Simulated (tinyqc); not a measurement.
Shallow donor in an anisotropic valley (effective-mass theory), step by step. Values are carried at full precision from step to step, so a last printed digit may differ when a step is redone from the rounded ones.

Constants: Ry = 13.60569312 eV; a0 (Bohr radius) = 0.5291772105 angstrom; hbar^2/2m0 = 3.80998211 eV angstrom^2; e^2/(4 pi eps0) = 14.39964547 eV angstrom.

Parameters, chosen for this exercise (near those of GaP; shifted at random, so the results belong to these values and not to a real crystal):
- ml = 2.035 m0 (longitudinal mass)
- mt = 0.251 m0 (transverse mass)
- eps = 11.2 (dielectric constant)
- a = 20.1 angstrom (trial radius across the axis)
- b = 8.6 angstrom (trial radius along the axis)

## Hydrogen-like estimates

Ry* = Ry m/eps^2 and a* = a0 eps/m for four choices of one mass: mt, the conductivity mass 3/(1/ml + 2/mt), the density-of-states mass (ml mt^2)^(1/3), and ml.

Estimates:
```
mass               m (m0)  Ry* (meV)  a* (angstrom)
mt                 0.2510      27.22          23.61
conductivity       0.3546      38.46          16.71
density of states  0.5042      54.69          11.75
ml                 2.0350     220.72           2.91
```

## Energy of one trial function

One valley: H = -c [(d2/dx2 + d2/dy2)/mt + (d2/dz2)/ml] - q/(eps r), c = hbar^2/2m0, q = e^2/(4 pi eps0). Trial function exp(-sqrt((x^2 + y^2)/a^2 + z^2/b^2)) with a > b: T = (c/3)(2/(mt a^2) + 1/(ml b^2)), V = -(q/eps) atan(u/b)/u, u = sqrt(a^2 - b^2). The central cell of the impurity is left out.

Evaluate T, V and E. Scaling both radii by f changes T to T/f^2 and V to V/f, so the best factor is f = -2T/V, with energy -V^2/(4T).

T = 33.486 meV
V = -79.875 meV
E = -46.390 meV
best scale factor = 0.8384
energy after scaling = -47.633 meV

The virial ratio -V/T is 2.385; it is 2 at the best scale. Scaling gains 1.243 meV.

## Scan over the shape

For each ratio b/a = 0.2, 0.3, ..., 0.9 the best scale follows from a = -2 T1/V1, with T1 and V1 taken at a = 1 angstrom.

Scan:
```
b/a  a (angstrom)  b (angstrom)  E (meV)
0.2         28.63          5.73  -31.385
0.3         19.99          6.00  -42.686
0.4         17.24          6.90  -47.158
0.5         16.23          8.11  -47.895
0.6         15.91          9.54  -46.842
0.7         15.91         11.14  -44.995
0.8         16.09         12.87  -42.844
0.9         16.37         14.73  -40.629
```

The best listed ratio is 0.5; (mt/ml)^(1/2) = 0.35 and (mt/ml)^(1/3) = 0.50 are common guesses.

## The minimum

Minimise over a and b. The Mott estimate n_c = (0.25/a_m)^3 uses a_m = (a^2 b)^(1/3); 1/angstrom^3 = 1e24/cm^3.

a = 16.36 angstrom
b = 7.84 angstrom
E = -47.936 meV
a_m = 12.81 angstrom
n_c = 7.44 x 1e18/cm^3

b/a = 0.479. The binding energy is 1.761 times Ry*(mt). The central cell of a real donor shrinks the orbit and raises n_c.

## Checks

- Energy from 21 anisotropic Gaussians against the two-parameter function, meV: -48.06 against -47.94.

(tinyqc, `OMP_NUM_THREADS=1 python tinyqc.py 1282259 1282260 out.jsonl`, Intel(R) Xeon(R) Processor @ 2.30GHz, 1 thread, shared host, about 0.01 s.)
